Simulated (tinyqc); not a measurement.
Worked calculation: hopping conduction between localised states. Computed by tinyqc, a small Python program that keeps every step. Command: `OMP_NUM_THREADS=1 python tinyqc.py 3023923 3023924 out.jsonl hop walk`. One thread of a shared host (Intel(R) Xeon(R) Processor @ 2.30GHz), about 0.01 s of CPU time with the checks. Intermediate numbers are printed to about 5 digits and carried at full precision; extremes and crossings named in words are read from the listed rows.

Energies are counted from the Fermi level. A small network shows the mechanism; the laws of an infinite system follow.

Inputs (values chosen for the exercise, for a model defective oxide):

| quantity | value | unit |
|---|---|---|
| localisation length xi | 3.8 | nm |
| density of states g_0 | 3.8e+19 | 1/(eV cm^3) |
| permittivity eps | 6.2 | - |
| activation energy E_a to extended states | 0.3 | eV |
| prefactor of activated conduction | 32 | S/cm |
| prefactor of hopping | 0.064 | S/cm |
| conductance scale G_0 | 1 | microsiemens |
| temperature T | 210 | K |

Dimension: 3D.

sites of the small network (nm, nm, meV):
```
       x     y  energy
1      0  9.63   -7.66
2   6.08  9.66  -72.53
3  11.81  8.27    8.49
4  13.87  9.58  -60.54
5  22.24   9.8   -1.01
6  25.68  9.51  -26.39
7  32.44  5.44    9.03
8     36  6.01   -1.66
```

Constants: k_B = 8.617333262e-05 eV/K; e^2/(4 pi eps_0) = 14.39964548 eV angstrom.

## Pair exponents

Miller-Abrahams exponent s_ij = 2 r_ij/xi + (|E_i| + |E_j| + |E_i - E_j|)/(2 k_B T); G_ij = G_0 exp(-s_ij). The diagonal is set to 0 and not used.

s_ij:
```
        1       2       3       4       5       6       7       8
1   0.000   7.208   7.149  10.645  12.129  14.974  18.138  19.466
2   7.208   0.000   7.580   8.108  12.514  14.324  18.557  19.872
3   7.149   7.580   0.000   5.099   6.073   9.257  11.459  13.348
4  10.645   8.108   5.099   0.000   7.752   9.561  13.858  15.143
5  12.129  12.514   6.073   7.752   0.000   3.275   6.393   7.604
6  14.974  14.324   9.257   9.561   3.275   0.000   6.110   7.194
7  18.138  18.557  11.459  13.858   6.393   6.110   0.000   2.488
8  19.466  19.872  13.348  15.143   7.604   7.194   2.488   0.000
```

## Kirchhoff solution

Site 1 is held at potential 1 and site 8 at 0; Kirchhoff's law sum_j G_ij (u_i - u_j) = 0 fixes the others; G = sum_j G_1j (1 - u_j). G_ij = G_0 exp(-s_ij).

potentials: 1.0000  0.6829  0.3975  0.3940  0.1509  0.1413  0.0066  0.0000

conductance G = 7.2734e-04 microsiemens

-ln(G/G_0) = 7.2261

## Critical path

Critical exponent s_c: the smallest value such that bonds with s_ij <= s_c connect site 1 with site 8.

critical exponent s_c = 7.1493

One such path is 1-3-5-6-7-8. -ln(G/G_0) = 7.23 against s_c = 7.15: the hardest unavoidable hop sets the conductance.

## The network against temperature

Miller-Abrahams exponent s_ij = 2 r_ij/xi + (|E_i| + |E_j| + |E_i - E_j|)/(2 k_B T); G_ij = G_0 exp(-s_ij). Site 1 is held at potential 1 and site 8 at 0; Kirchhoff's law sum_j G_ij (u_i - u_j) = 0 fixes the others; G = sum_j G_1j (1 - u_j). The last column is the length of the critical bond.

Network:

| T (K) | -ln(G/G_0) | s_c | critical hop (nm) |
|---|---|---|---|
| 63 | 9.4341 | 9.2317 | 11.888 |
| 94 | 8.5494 | 8.2506 | 11.888 |
| 150 | 7.7718 | 7.5063 | 11.888 |
| 210 | 7.2261 | 7.1493 | 11.888 |
| 320 | 6.5683 | 6.0414 | 5.896 |
| 520 | 5.9805 | 5.7578 | 8.373 |

-ln(G/G_0) follows s_c within 0.6. The critical hop is 11.9 nm long at the lowest T and 8.37 nm at the highest: on cooling the carrier goes farther to find a site of nearer energy, which is variable-range hopping, though in so small a sample not at every step.

## Variable-range laws

Mott: T_M = 21.2/(k_B g_0 xi^3), exponent (T_M/T)^(1/4), mean hop r = (3/8) xi times the exponent. Efros-Shklovskii: T_ES = 2.8 e^2/(4 pi eps eps_0 k_B xi), exponent (T_ES/T)^(1/2). Coulomb gap width g_0^(1/2) (e^2/(4 pi eps eps_0))^(3/2). The numerical coefficients come from percolation theory and are given.

T_M = 1.1799e+05 K

T_ES = 1985.9 K

Mott exponent = 4.8686

Efros-Shklovskii exponent = 3.0752

mean hop by the Mott formula = 6.9377 nm

Coulomb gap = 21.819 meV

The larger exponent, here Mott, is the one that limits; the two are equal at T = 33.4 K, below which the Coulomb gap rules.

## Total conductivity

sigma = s_1 exp(-E_a/k_B T) + s_2 exp(-larger of the two exponents); reduced activation energy w = d ln(sigma)/d ln(T) by a central difference of +/- 1 %.

activated part = 2.0205e-06 S/cm

hopping part = 4.9179e-04 S/cm

conductivity = 4.9381e-04 S/cm

reduced activation energy w = 1.2802

Hopping carries 100 %. For sigma = s exp(-(T_0/T)^p), w = p (T_0/T)^p, so the slope of ln w against ln T gives -p.

Checks made by the program: current leaving the first site against current entering the last (relative difference below 1e-10).
